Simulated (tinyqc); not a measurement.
Photoconductance decay in a wafer: bulk and surface recombination modes, and iron detection by pair splitting. From one set of inputs to another, one input at a time. Computed by tinyqc, a small Python program. Command: `OMP_NUM_THREADS=1 python tinyqc.py 3113055 3113056 out.jsonl pcd ladder`. One thread of a shared host (Intel(R) Xeon(R) Processor @ 2.30GHz), about 0.03 s of CPU time with the checks.

Both faces of the wafer have the same S; injection is low and all coefficients are constant. x runs from -W/2 to W/2.

The inputs printed are set A. Inputs not listed in the table keep their values of set A, so the rows need not describe a real material.

Inputs (values chosen for the exercise, modelled on p-type silicon):
```
quantity                          value         unit
thickness W                         775   micrometre
diffusivity D                      23.5       cm^2/s
bulk lifetime tau_b without iron     88  microsecond
surface recombination velocity S  10000         cm/s
boron density N_A                 2e+16       1/cm^3
storage temperature T               293            K
```

Constants: k_B = 8.617333262e-05 eV/K.

Method:
- Even modes cos(a x) obey b tan b = S W/(2 D) with b = a W/2, odd modes sin(a x) obey -b cot b = S W/(2 D); each decays at the rate 1/tau_b + D a^2.
- tau_eff is the decay time of the first mode. The surface time is 1/(D a^2) of that mode; shortcuts for it are W/(2 S), W^2/(pi^2 D) and their sum, whose error is sum/surface time - 1.
- Association time tau_a = 5.7e5 (T/N_A) exp(0.66 eV/(k_B T)) s with T in K and N_A in 1/cm^3 (an empirical form); the unpaired share is exp(-t/tau_a).

Each row keeps all changes above it:
```
input moved                                      from       to  tau_eff (microsecond)  surface time (microsecond)  tau_a (min)
set A                                               -        -                 21.882                      29.123       31.330
storage temperature T (K)                         293      285                 21.882                      29.123       63.475
thickness W (micrometre)                          775      300                  4.884                       5.171       63.475
surface recombination velocity S (cm/s)         10000    51000                  3.938                       4.122       63.475
diffusivity D (cm^2/s)                           23.5     26.8                  3.500                       3.645       63.475
boron density N_A (1/cm^3)                      2e+16  1.3e+16                  3.500                       3.645       97.654
bulk lifetime tau_b without iron (microsecond)     88      140                  3.552                       3.645       97.654
```

Which inputs carry the difference?

tau_eff goes from 21.9 to 3.55, a factor 0.162 in all. The largest single move comes from thickness W (a factor 0.223). Surface time goes from 29.1 to 3.64, a factor 0.125 in all. The largest single move comes from thickness W (a factor 0.178). tau_a goes from 31.3 to 97.7, a factor 3.12 in all. The largest single move comes from storage temperature T (a factor 2.03). The single moves hold for this order of the switches; the total does not depend on the order.

Extremes, crossings and ranges named in words are read from the listed rows.
